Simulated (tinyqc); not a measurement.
Inside a calculation. Method: tight binding, kagome lattice. One step of it, computed by the program tinyqc.

Problem. Bloch Hamiltonian at k. H_AB = -t1 - t2 exp(-i k.a1), H_AC = -t1 - t2 exp(-i k.a2), H_BC = -t1 - t2 exp(i k.(a1 - a2)), H_CC = delta.

Parameters chosen for this model:
```
parameter     value                unit
t1         1.540000    eV, up triangles
t2         1.370000  eV, down triangles
delta      0.400000        eV on site C
```

k point k (fractions of the reciprocal vectors): [0.210000, -0.180000]

Give: H(k) at k.

Solution.

H(k) at k (eV), order A, B, C:
$$\begin{pmatrix}
0.0000 & -1.8807+1.3270i & -2.1233-1.2396i \\
-1.8807-1.3270i & 0.0000 & -0.4844-0.8733i \\
-2.1233+1.2396i & -0.4844+0.8733i & 0.4000
\end{pmatrix}$$
